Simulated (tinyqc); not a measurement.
Voltage acceleration of oxide breakdown, four models on the same data: one step of the calculation.

Field E = V/tox in MV/cm. Models: ln(t63/1 s) = a - c X with X = E (E model), -1/E (1/E model), ln V (power law, c the exponent n) or sqrt(E).

Problem. Projection to use conditions. Project to Vu, multiply by exp[(Ea q/kB)(1/Tu - 1/Ts)] and by ks; ten years are 3.15576e8 s. The largest voltage for ten years solves the same relation for V.

Parameters, values chosen for the exercise:
- tox = 3.5 nm (oxide thickness)
- Vu = 2 V (use voltage)
- Ts = 373 K (stress temperature)
- Tu = 328 K (use temperature)
- Ea = 0.56 eV (activation energy)
- ks = 0.00021 (factor for area and percentile)

Constants: q = 1.602176634e-19 C, kB = 1.380649e-23 J/K. Results are converted to the units shown.

c, model E to sqrt E: [3.8746627, 470.83714, 42.900611, 25.814687]
a, model E to sqrt E: [52.697048, -33.355349, 67.597492, 95.538643]

Give: temperature factor; lifetime; largest voltage for ten years.

Solution.

temperature factor = 10.92
lifetime, model E to sqrt E (years): [1354, 1.444e11, 2.014e6, 3.575e4]
largest voltage for ten years, model E to sqrt E (V): [2.443, 2.793, 2.659, 2.565]

The lifetimes span 8.03 decades, from the E model (most cautious) to the 1/E model; the allowed voltage spans 2.44 to 2.79 V. 4 of the four models pass ten years at Vu. Lifetimes beyond a thousand years are formal extrapolations.

Range of the model: All four laws are empirical fits; none is established far below the stress range.

Program tinyqc, `OMP_NUM_THREADS=1 python tinyqc.py 2070043 2070044 out.jsonl`; Intel Xeon 2.30GHz, shared host, one thread, about 0.01 s.
